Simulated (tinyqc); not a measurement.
Inside a calculation. Model: Raman shift of the zone-centre optical phonon of a diamond-structure crystal under stress. Computed by tinyqc, a small Python program that keeps every step. Command: `OMP_NUM_THREADS=1 python tinyqc.py 3031540 3031541 out.jsonl ramanstress walk`. One thread of a shared host (Intel(R) Xeon(R) Processor @ 2.30GHz), about 0.01 s of CPU time with the checks. Intermediate numbers are printed to about 7 digits and carried at full precision; extremes and crossings named in words are read from the listed rows.

Axes x, y, z are the cube axes. Strain shifts the threefold optical mode and can split it; p, q and r are the phonon deformation potentials.

Inputs (values chosen for the exercise, modelled on silicon):

| quantity | value | unit |
|---|---|---|
| unstrained frequency omega_0 | 521.2 | 1/cm |
| p/omega_0^2 | -1.86 | - |
| q/omega_0^2 | -2.26 | - |
| r/omega_0^2 | -0.718 | - |
| C11 | 164.6 | GPa |
| C12 | 64.47 | GPa |
| C44 | 78.61 | GPa |
| stress sigma (tension positive) | 1.3 | GPa |
| polarisation angle phi | 10 | degree |
| temperature coefficient d omega/dT | -0.023 | 1/(cm K) |
| local temperature T | 310 | K |
| laser wavelength | 632.8 | nm |

Stress state: uniaxial. Axis: [100].

Constants: h = 6.62607015e-34 J s; c = 299792458 m/s; k_B = 1.380649e-23 J/K.

## Compliances

S11 = (C11 + C12)/D, S12 = -C12/D, D = (C11 - C12)(C11 + 2 C12), S44 = 1/C44.

S11 = 7.793575 1/TPa

S12 = -2.193442 1/TPa

S44 = 12.72103 1/TPa

## Stress and strain tensors

Uniaxial stress along the unit vector n of the axis: sigma_ij = sigma n_i n_j. eps_xx = S11 sigma_xx + S12 (sigma_yy + sigma_zz), and cyclic; eps_xy = S44 sigma_xy/2 (tensor strain).

stress (GPa):
```
     x    y    z
x  1.3  0.0  0.0
y  0.0  0.0  0.0
z  0.0  0.0  0.0
```

strain (per mille):
```
          x         y         z
x  10.13165   0.00000   0.00000
y   0.00000  -2.85147   0.00000
z   0.00000   0.00000  -2.85147
```

volume strain = 4.428698 per mille

## Secular matrix and shifts

Secular matrix: M_xx = p eps_xx + q (eps_yy + eps_zz), M_xy = 2 r eps_xy; its eigenvalues are omega^2 - omega_0^2, and the shifts are these over 2 omega_0.

M/(2 omega_0) (1/cm):
```
           x          y          z
x  -1.552185   0.000000   0.000000
y   0.000000  -2.905546   0.000000
z   0.000000   0.000000  -2.905546
```

shifts, in rising order (1/cm): -2.905546  -2.905546  -1.552185

The triplet splits into a singlet and a doublet. Tension softens every mode.

## Mean shift and Grueneisen parameter

gamma = -(p + 2q)/(6 omega_0^2); the mean of the three shifts is -gamma omega_0 x (volume strain).

mode Grueneisen parameter gamma = 1.063333

mean shift = -2.454426 1/cm

## The line seen from a (001) surface

Backscattering from a (001) surface: incident polarisation (cos phi, sin phi, 0). With Raman tensors (R_z)_xy = (R_z)_yx = 1 and cyclic, only the z component u_z of a mode counts: I = u_z^2 sin^2(2 phi) for parallel and u_z^2 cos^2(2 phi) for crossed polarisers. An unresolved line sits at the intensity-weighted shift, which is M_zz/(2 omega_0).

total intensity, parallel = 0.1169778

total intensity, crossed = 0.8830222

shift of the observed line = -2.905546 1/cm

shift per stress = -2.235035 1/(cm GPa)

stress per shift = -447.4202 MPa cm

The z-polarised mode is an eigenmode here, so one line is seen.

## The same stress in different states

Uniaxial: sigma n n^T; biaxial: sigma (1 - n n^T); hydrostatic: sigma 1. The line seen from (001) is taken as unresolved, at the intensity-weighted shift M_zz/(2 omega_0).

Shifts (1/cm):

| state | lowest | middle | highest | line seen from (001) |
|---|---|---|---|---|
| uniaxial [100] | -2.905546 | -2.905546 | -1.552185 | -2.905546 |
| uniaxial [110] | -3.776023 | -2.905546 | -0.681709 | -2.905546 |
| uniaxial [001] | -2.905546 | -2.905546 | -1.552185 | -1.552185 |
| uniaxial [111] | -4.517302 | -1.422988 | -1.422988 | -2.454426 |
| biaxial, normal [001] | -5.811092 | -4.457731 | -4.457731 | -5.811092 |
| biaxial, normal [111] | -5.940290 | -5.940290 | -2.845975 | -4.908851 |
| hydrostatic | -7.363277 | -7.363277 | -7.363277 | -7.363277 |

Seen from (001), uniaxial stress along [100] and along [110] give the same shift (-2.906), and equal biaxial stress in the plane gives twice as much (-5.811), since only sigma_xx + sigma_yy and sigma_zz enter M_zz. Stress along [001] gives -1.552. One measured shift therefore fixes the stress only once its state is assumed: read as uniaxial in the plane, a shift implies twice the stress that it does read as biaxial.

## Heating mistaken for stress

A temperature above 300 K shifts the line by (d omega/dT)(T - 300 K); divided by the shift per stress it poses as a stress; the total shift adds it to the shift of the observed line. The anti-Stokes to Stokes ratio is [(omega_L + omega_0)/(omega_L - omega_0)]^3 exp(-h c omega_0/(k_B T)) in photon counts, omega_L = 1/wavelength, resonance effects left out.

thermal shift = -0.23 1/cm

apparent stress from heating = 0.1029066 GPa

total shift = -3.135546 1/cm

anti-Stokes/Stokes ratio = 0.1084961

Heating poses as tension, 8 % of the true stress in size; the intensity ratio gives T apart from the shift.

Checks made by the program: mean of the eigenvalues against the trace rule (relative difference below 1e-10); weighted mean of the modes against M_zz (relative difference below 1e-10).
